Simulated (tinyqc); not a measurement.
On-chip power grid, static voltage drop by conjugate gradients: one step of the calculation.

A grid of 3 rows and 4 columns, node k = 4 row + column. Neighbours in a row are joined by Rx, in a column by Ry; pad nodes, which reach the supply through Rp: 0, 11. Each node draws I0, node 1 draws kh I0. The drops u = Vdd - V solve G u = i, with G the conductance matrix (1/Rp added on the diagonal at pad nodes).

Problem. Worst drop, pad currents and power lost. Pad current u/Rp; worst drop as a share of Vdd; power lost in the grid and pads sum_k i_k u_k; power delivered sum_k i_k (Vdd - u_k).

Parameters, values chosen for the exercise:
- Vdd = 0.65 V (supply voltage)
- Rp = 0.11 ohm (resistance from a pad node to the supply)
- I0 = 2.3 mA (load current of an ordinary node)
- kh = 3 (factor on the load at the hot node)

converged u (mV):
```
,col 0,col 1,col 2,col 3
row 0,1.900261,8.880340,10.944905,11.744043
row 1,9.630834,10.363272,10.331641,9.746484
row 2,10.816985,9.744531,6.991658,1.641739
```

Find: worst drop; share of Vdd; pad currents; power lost; power delivered.

Solution.

worst drop = 11.74 mV
share of Vdd = 1.807 %
pad currents (mA): node 0 17.28, node 11 14.92
power lost = 0.2771 mW
power delivered = 20.65 mW

The pad currents add up to the total load, 32.20 mA. The worst drop is at node 3, not at the hot node.

Program tinyqc, `OMP_NUM_THREADS=1 python tinyqc.py 2770174 2770175 out.jsonl`; Intel Xeon 2.30GHz, shared host, one thread, about 0.06 s.
